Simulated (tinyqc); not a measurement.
Static screening by free carriers: sweeps and comparisons. A value that a table varies takes the place of the one given here.

kF = (3 pi^2 n/Mv)^(1/3), EF = c kF^2/m with c = hbar^2/2m0, n in 1/angstrom^3 (1e-24 per 1/cm^3), e2 = e^2/(4 pi eps0). Thomas-Fermi: qTF^2 = 6 pi e2 n/(eps EF). Debye: qD^2 = 4 pi e2 n/(eps kB T).

F_j(eta) = (1/Gamma(j + 1)) integral_0^infinity x^j dx/(1 + exp(x - eta)), which tends to exp(eta) for eta << 0.

At finite T: qs^2 = qD^2 F_-1/2(eta)/F_1/2(eta), where n = Mv N F_1/2(eta) and N = 2 (m kB T/(4 pi c))^(3/2) with c = hbar^2/2m0, in 1/angstrom^3; times 1e24 for 1/cm^3.

Donor in the screened potential -(e2/eps) exp(-qs r)/r with the trial function exp(-r/a): E(a) = c/(m a^2) - (e2/eps) 4/(a (2 + qs a)^2), e2 = e^2/(4 pi eps0), c = hbar^2/2m0; isotropic mass.

Constants: hbar^2/2m0 = 3.80998211 eV angstrom^2; e^2/(4 pi eps0) = 14.39964547 eV angstrom; kB = 8.617333262e-05 eV/K; a0 (Bohr radius) = 0.5291772105 angstrom.

Values chosen for the exercise (near those of SiC; shifted at random, so the results belong to these values and not to a real crystal): m = 0.3978 m0 (mass of one isotropic valley); Mv = 3 (valleys); eps = 9.88 (background dielectric constant); T = 200 K; n = 1e+19 1/cm^3 (carrier density).

## Screening unbinds the donor

All carriers n are taken as free and screen with qs(T); E(a) is minimised over a; a dash marks no bound state. aB = a0 eps/m.

Donor level:

| n (1/cm^3) | n^(1/3) aB | qs aB | E (meV) | a/aB |
|---|---|---|---|---|
| 4.0e+15 | 0.021 | 0.027 | -52.50 | 1.001 |
| 3.0e+16 | 0.041 | 0.074 | -47.66 | 1.004 |
| 2.0e+17 | 0.077 | 0.191 | -36.99 | 1.023 |
| 4.0e+17 | 0.097 | 0.269 | -30.79 | 1.044 |
| 1.0e+18 | 0.131 | 0.421 | -20.63 | 1.103 |
| 3.0e+18 | 0.190 | 0.707 | -7.24 | 1.311 |
| 8.0e+18 | 0.263 | 1.076 | - | - |
| 2.0e+19 | 0.357 | 1.490 | - | - |

aB = 13.1 angstrom

The level rises from -52.50 meV at the lowest density to -7.24 meV at 3e+18 1/cm^3, against -55.45 meV unscreened. The trial function finds no bound state from 8e+18 1/cm^3 on, where qs aB = 1.08 and n^(1/3) aB = 0.26. This trial function loses binding at qs aB = 1 and the exact Yukawa problem at 1.19; the Mott rule of thumb is n^(1/3) aB = 0.26.

## From Debye to Thomas-Fermi

Screening lengths (angstrom):

| n (1/cm^3) | eta | Debye | Thomas-Fermi | finite T |
|---|---|---|---|---|
| 3.0e+16 | -5.84 | 177.1 | 22.72 | 177.2 |
| 2.0e+17 | -3.93 | 68.59 | 16.56 | 68.83 |
| 1.0e+18 | -2.30 | 30.68 | 12.67 | 31.20 |
| 4.0e+18 | -0.81 | 15.34 | 10.05 | 16.35 |
| 2.0e+19 | 1.34 | 6.859 | 7.687 | 8.820 |
| 5.0e+19 | 3.20 | 4.338 | 6.599 | 6.897 |
| 2.0e+20 | 8.65 | 2.169 | 5.237 | 5.267 |
| 6.0e+20 | 18.14 | 1.252 | 4.361 | 4.367 |

Debye is within 5 % of the finite-T length up to 1e+18 1/cm^3 of the densities listed and Thomas-Fermi from 5e+19 on. The length goes as n^-0.50 at the low end and n^-0.17 at the high end, against the limits -1/2 and -1/6. Both limits give too short a length.

## What sets the screening length

All results formed anew. Each row changes one parameter from the base and keeps the others.

Results:

| case | Debye (angstrom) | Thomas-Fermi (angstrom) | finite T (angstrom) |
|---|---|---|---|
| base | 9.701 | 8.629 | 11.21 |
| n = 2e+19 1/cm^3 | 6.859 | 7.687 | 8.820 |
| m = 0.5171 m0 | 9.701 | 7.568 | 10.75 |
| eps = 11.856 | 10.63 | 9.452 | 12.28 |
| T = 260 K | 11.06 | 8.629 | 12.26 |
| Mv = 4 | 9.701 | 7.840 | 10.86 |

The largest shifts from the base row, up to three for each result and ties (the steps differ in size, so this ranks the rows, not the parameters). Debye (angstrom): n -2.84, T +1.36, eps +0.926; unchanged at the printed digits by m and Mv. Thomas-Fermi (angstrom): m -1.06, n -0.941, eps +0.824; unchanged at the printed digits by T. finite T (angstrom): n -2.39, eps +1.07, T +1.05.

Run: tinyqc, `OMP_NUM_THREADS=1 python tinyqc.py 1652067 1652068 out.jsonl`; Intel(R) Xeon(R) Processor @ 2.30GHz, one thread, shared host; about 0.01 s of CPU time with all checks.
